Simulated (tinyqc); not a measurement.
# Hole mobility in a silicon inversion layer, empirical terms and Matthiessen rule: effects of single changes

Inversion layer of sheet density Ns on a uniformly doped body, under a high-permittivity gate with an interlayer. The mobility terms are empirical power laws with prefactors chosen for the exercise; adding their inverses (Matthiessen) is itself an approximation.

Values chosen for this exercise; material values close to those of silicon: temperature T = 293 K; band gap Eg = 1.14 eV; relative permittivity of the semiconductor eps_r = 11.7; conduction-band density of states at T Nc = 2.75e19 cm^-3; valence-band density of states at T Nv = 2.52e19 cm^-3; body doping Nb = 2.2e18 cm^-3; reverse body bias Vsb = 0.6 V; weight of the inversion charge in the effective field eta = 0.3333; phonon-limited mobility at 1 MV/cm and 300 K Ap = 129 cm^2/(V s); roughness-limited mobility at 1 MV/cm As = 489 cm^2/(V s); exponent of the roughness term gs = 1; Coulomb prefactor Ac = 1300 cm^2/(V s); charge at the interface Nit = 1.2e11 cm^-2; remote-phonon mobility without interlayer Ar = 290 cm^2/(V s); interlayer thickness ti = 0.7 nm; decay length of remote phonons lr = 0.6 nm; inversion density Ns = 6.9e11 cm^-2.

Constants: q = 1.602176634e-19 C, kB = 1.380649e-23 J/K, Vt = kB T/q, eps0 = 8.8541878128e-14 F/cm where lengths are in cm. Results are converted to the units shown.

Each table varies one quantity; the others keep the values above.

## Effect of the charge at the interface

ni = sqrt(Nc Nv) exp(-Eg/(2 Vt)), Eg in volts; Ndep = sqrt(2 eps0 eps_r Nb (2 Vt ln(Nb/ni) + Vsb)/q); E = q (Ndep + eta Ns)/(eps0 eps_r), in MV/cm. With t = T/(300 K): muC = Ac (Ns/1e12 cm^-2) t/(Nb/1e17 cm^-3 + Nit/1e11 cm^-2), muP = Ap E^(-1/3) t^(-1.75), muS = As E^(-gs), muR = Ar exp(2 ti/lr)/t; 1/mu is the sum of the inverses.

The same in every row: E (MV/cm) = 1.084; muP (cm^2/(V s)) = 130.9; muS (cm^2/(V s)) = 451.2; muR (cm^2/(V s)) = 3062.

Result of one run:
```
Nit (cm^-2)	muC (cm^2/(V s))	mu (cm^2/(V s))
3.2e11	34.76	25.68
```

What becomes of these results when the charge at the interface Nit is changed from 3.2e11 to 3.2e12 cm^-2, all else the same?

Result of the changed run:
```
Nit (cm^-2)	muC (cm^2/(V s))	mu (cm^2/(V s))
3.2e12	16.22	13.92
```

The whole series:
```
Nit (cm^-2)	muC (cm^2/(V s))	mu (cm^2/(V s))
1e10	39.64	28.24
3.2e10	39.25	28.04
1e11	38.09	27.44
3.2e11	34.76	25.68
1e12	27.38	21.41
3.2e12	16.22	13.92
1e13	7.181	6.692
```

As Nit goes from 1e10 to 1e13 cm^-2, E stays at 1.08 MV/cm and mu falls from 28.2 to 6.69 cm^2/(V s). The Coulomb term is the smallest in the first and the last row.

## Universality: two dopings at the same effective field

Same model as above.

For each E, Ns is chosen to give that field on bodies with Nb = 3e17 and 2.2e18 cm^-3; the last column leaves out muC.

Universality: two dopings at the same effective field:
```
E (MV/cm)	Ns, light body (cm^-2)	mu, light (cm^2/(V s))	Ns, heavy body (cm^-2)	mu, heavy (cm^2/(V s))	without muC (cm^2/(V s))
1.11	1.426e13	94.97	1.198e12	39.15	97.11
1.26	1.717e13	89.85	4.108e12	65.00	91.43
1.42	2.028e13	85.08	7.212e12	70.80	86.27
1.6	2.377e13	80.40	1.070e13	71.40	81.31
1.81	2.784e13	75.69	1.478e13	69.79	76.38
2.05	3.250e13	71.08	1.943e13	67.08	71.59
2.32	3.774e13	66.64	2.467e13	63.86	67.03
2.62	4.356e13	62.44	3.049e13	60.47	62.74
```

The heavily doped body has 0.412 of the mobility of the light one in the first row and 0.968 in the last; there they lie 3.6 % below and 0.47 % below the curve without Coulomb scattering, which depends on E alone. The heavy body leaves that curve at low E because its field comes mostly from depletion charge and few carriers screen.

## Effect of the interlayer thickness

Same model as above.

The same in every row: E (MV/cm) = 1.084; muC (cm^2/(V s)) = 37.76; muP (cm^2/(V s)) = 130.9; muS (cm^2/(V s)) = 451.2.

Effect of the interlayer thickness:
```
ti (nm)	muR (cm^2/(V s))	mu (cm^2/(V s))
0.2	578.3	26.27
0.4	1126	26.86
0.6	2194	27.18
0.8	4273	27.34
1	8323	27.43
1.2	1.621e4	27.47
1.4	3.158e4	27.49
1.6	6.150e4	27.51
1.8	1.198e5	27.51
```

What does the table show?

As ti goes from 0.2 to 1.8 nm, E stays at 1.08 MV/cm and mu rises from 26.3 to 27.5 cm^2/(V s). The Coulomb term is the smallest in the first and the last row.

tinyqc, about 0.01 s, one thread, Intel Xeon 2.30GHz (shared host): `OMP_NUM_THREADS=1 python tinyqc.py 2510086 2510087 out.jsonl`
